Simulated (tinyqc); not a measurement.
What moves lifetime and leakage: Shockley-Read-Hall recombination through one deep level.

One level at Et with degeneracy 1: tn = 1/(sn vth Nt), tp = 1/(sp_ vth Nt), n1 = Nc exp((Et - Eg)/kT), p1 = Nv exp(-Et/kT), ni^2 = n1 p1. Equilibrium n0 = Nm, p0 = ni^2/Nm; n = n0 + dn, p = p0 + dn. U = (n p - ni^2)/(tp (n + n1) + tn (p + p1)), lifetime dn/U; emission rates en = sn vth n1, ep = sp_ vth p1.

Constants: kB = 8.617333262e-05 eV/K.

Inputs chosen for the exercise (gap and densities of states near those of Si at this temperature; shifted at random, so the results belong to these values and not to a real crystal): Eg = 1.083 eV (gap); Nc = 5.04e+19 1/cm^3 (conduction-band density of states); Nv = 2.07e+19 1/cm^3 (valence-band density of states); T = 450 K; Et = 0.742 eV (recombination level above Ev); Nt = 4.9e+14 1/cm^3 (defects); sn = 4.4e-15 cm^2 (electron capture cross-section); sp_ = 2.6e-15 cm^2 (hole capture cross-section); vth = 17000000 cm/s (thermal velocity, both carriers); Nm = 2.3e+16 1/cm^3 (equilibrium electrons for the lifetime steps); dn = 2.3e+13 1/cm^3 (excess pairs).

G = Nt en ep/(en + ep).

One parameter was then changed.

Results before and after:
```
case     lifetime (microsecond)  G (1/(cm^3 s))
base                    0.06153        2.20e+18
changed                 0.05130        2.20e+18
```

Which of these changes was made? (a) sp_ = 5.2e-15 cm^2; (b) sn = 8.8e-15 cm^2; (c) Nt = 2.45e+14 1/cm^3; (d) dn = 6.9e+13 1/cm^3; (e) Et = 0.782 eV; (f) Nm = 6.9e+16 1/cm^3.

Answer: (f) Nm = 6.9e+16 1/cm^3. Of the candidates, run in turn, only this one gives the changed row.

All candidates:
```
case                  lifetime (microsecond)  G (1/(cm^3 s))
base                                 0.06153        2.20e+18
Et = 0.782 eV                        0.08921        7.83e+17
sn = 8.8e-15 cm^2                    0.06152        2.20e+18
sp_ = 5.2e-15 cm^2                   0.03078        4.39e+18
Nt = 2.45e+14 1/cm^3                  0.1231        1.10e+18
Nm = 6.9e+16 1/cm^3                  0.05130        2.20e+18
dn = 6.9e+13 1/cm^3                  0.06156        2.20e+18
```

Computed by tinyqc, a small Python program: `OMP_NUM_THREADS=1 python tinyqc.py 1681955 1681956 out.jsonl` (the numbers bound the seed that draws the inputs); one thread of a shared host (Intel(R) Xeon(R) Processor @ 2.30GHz), about 0.01 s for the whole set of steps.
